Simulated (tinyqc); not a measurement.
Inside a calculation. Model: disorder broadening of a semi-elliptic band in the self-consistent Born approximation.

Program tinyqc, `OMP_NUM_THREADS=1 python tinyqc.py 2720006 2720007 out.jsonl`; Intel Xeon 2.30GHz, shared host, one thread, about 0.01 s. Printed values are rounded.

The local Green function is G = g0(z - Sigma) with z = E + i eta and g0(z) = (z - sqrt(z - 2t) sqrt(z + 2t))/(2 t^2), principal roots; the self-energy is Sigma = D G. The density of states is -Im G/pi.

Parameters, values chosen for the exercise:

| symbol | value | unit | meaning |
|---|---|---|---|
| t | 0.6 | eV | hopping |
| D | 0.1 | eV^2 | variance of the random site energy |
| eta | 0.006 | eV | bare broadening |
| E | 0.634 | eV | energy from the band centre |
| mix | 1 |  | mixing |

Constants: q = 1.602176634e-19 C, hbar = 1.054571817e-34 J s. Results are converted to the units shown.

Range of the model: The self-consistent Born approximation misses band tails from rare fluctuations and localisation.

## Iteration 1: Born step

Sigma at the start = 0.00000+0.00000i eV

G = g0(z - Sigma), Sigma(out) = D G, Sigma(new) = Sigma + mix (Sigma(out) - Sigma).

G = 0.87537-1.40676i 1/eV
Sigma(out) = 0.087537-0.140676i eV
Sigma after iteration 1 = 0.087537-0.140676i eV

Sigma(out) of this first step, from Sigma = 0, is the plain (first) Born approximation.

## Iteration 2: Born step

As before.

G = 0.65599-1.29756i 1/eV
Sigma(out) = 0.065599-0.129756i eV
Sigma after iteration 2 = 0.065599-0.129756i eV

## Iteration 3: Born step

As before.

G = 0.68910-1.29475i 1/eV
Sigma(out) = 0.068910-0.129475i eV
Sigma after iteration 3 = 0.068910-0.129475i eV

## Course of the iteration

Stop when |Sigma(out) - Sigma| is below 1e-10 eV, or after 300 iterations; the start is Sigma = 0.

Course of the iteration:
```
iteration  Re Sigma (eV)  Im Sigma (eV)  |Sigma(out) - Sigma| (eV)
1              0.0875370      -0.140676                      0.166
2              0.0655987      -0.129756                     0.0245
3              0.0689095      -0.129475                    3.32e-3
4              0.0685444      -0.129746                    4.55e-4
5              0.0685674      -0.129689                    6.23e-5
6              0.0685689      -0.129697                    8.52e-6
7              0.0685681      -0.129696                    1.17e-6
8              0.0685683      -0.129696                    1.60e-7
9              0.0685682      -0.129696                    2.19e-8
10             0.0685682      -0.129696                    2.99e-9
11             0.0685682      -0.129696                   4.09e-10
12             0.0685682      -0.129696                   5.60e-11
```

Converged in 12 iterations. At the solution d Sigma(out)/d Sigma = -0.116-0.072i, so the error shrinks by |1 - mix + mix times that| = 0.137 a step.

## Density of states and lifetime

converged Sigma = 0.068568-0.129696i eV

G = Sigma/D, density of states -Im G/pi, lifetime hbar/(2 |Im Sigma|); without disorder the density of states is -Im g0(z)/pi. Closed form: G = (z - sqrt(z^2 - 4 (t^2 + D)))/(2 (t^2 + D)) with the root that gives Im G < 0; for eta -> 0 a semi-ellipse of half-width 2 sqrt(t^2 + D).

density of states = 0.412835 1/eV
lifetime = 2.53752 fs
density of states without disorder = 0.447786 1/eV

Disorder makes the density of states at this energy 7.8 % below the clean value.
